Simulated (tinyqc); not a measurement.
The best anneal temperature for the time t: solubility, supersaturation, precipitation and gettering of an impurity in a silicon-like host. Computed by tinyqc, a small Python program. Command: `OMP_NUM_THREADS=1 python tinyqc.py 3002272 3002273 out.jsonl ripen walk`. One thread of a shared host (Intel(R) Xeon(R) Processor @ 2.30GHz), about 0.01 s of CPU time with the checks.

The wafer was saturated at T1 and is then held at T.

Inputs (values chosen for the exercise, modelled on gold in silicon): site density N0 = 5e+22 1/cm^3; enthalpy of solution H = 1.96 eV; entropy of solution S = 2.4 k_B; diffusion prefactor D0 = 0.00025 cm^2/s; migration energy Q = 1.11 eV; temperature of saturation T1 = 1425 K; anneal temperature T = 913 K; sink density n = 2.9e+07 1/cm^3; initial sink radius r0 = 15 nm; impurity density in the precipitate C_p = 6.1e+22 1/cm^3; interface energy gamma = 0.31 J/m^2; anneal time t = 220000 s.

Constants: k_B = 8.617333262e-05 eV/K; k_B = 1.380649e-23 J/K.

Method:
- C_eq(T) = N0 exp(S/k_B - H/(k_B T)); D(T) = D0 exp(-Q/(k_B T)); C0 = C_eq(T1). Supersaturation s = C0/C_eq(T); critical radius r* = 2 gamma/(C_p k_B T ln s); barrier W* = (4 pi/3) gamma r*^2. Strain energy is left out.
- r_f = [r0^3 + 3 (C0 - C_eq)/(4 pi n C_p)]^(1/3), tau_f = 1/(4 pi n r_f D).
- Growing sinks: with y = r/r_f and y0 = r0/r_f, dy/dt = (1 - y^3)/(3 tau_f y), which integrates to t/tau_f = F(y) - F(y0), F(y) = (1/2) ln[(1 + y + y^2)/(1 - y)^2] - sqrt(3) arctan[(2y + 1)/sqrt(3)]; the share of the excess left is (1 - y^3)/(1 - y0^3), and C(t) = C_eq + (C0 - C_eq) x share.

C0 = 6.44720e+16 1/cm^3

Dissolved share after t:
```
T (K)     C_eq/C0   tau_f (s)  C(t)/C0
641    3.3240e-09  2.8473e+08  0.99994
741    3.9932e-07  1.8909e+07  0.99889
855    2.3918e-05  1.8624e+06  0.97636
969    5.4692e-04  3.1653e+05  0.73305
1083   6.4711e-03  7.8266e+04  0.12581
1197   4.7823e-02  2.5573e+04  0.04819
1297   2.0696e-01  1.1855e+04  0.20696
1368   5.1425e-01  8.3363e+03  0.51425
```

What does the comparison show, and why?

The lowest dissolved share among these rows is 0.048 at 1197 K. Above it solubility sets the floor; below it diffusion is too slow for this time. Solubility falls with H = 1.96 eV and diffusion with Q = 1.11 eV. Caution: the barrier to homogeneous nucleation is below 35 k_B T for these inputs, so new precipitates would form and outnumber the fixed sinks assumed here.

Extremes, crossings and ranges named in words are read from the listed rows.
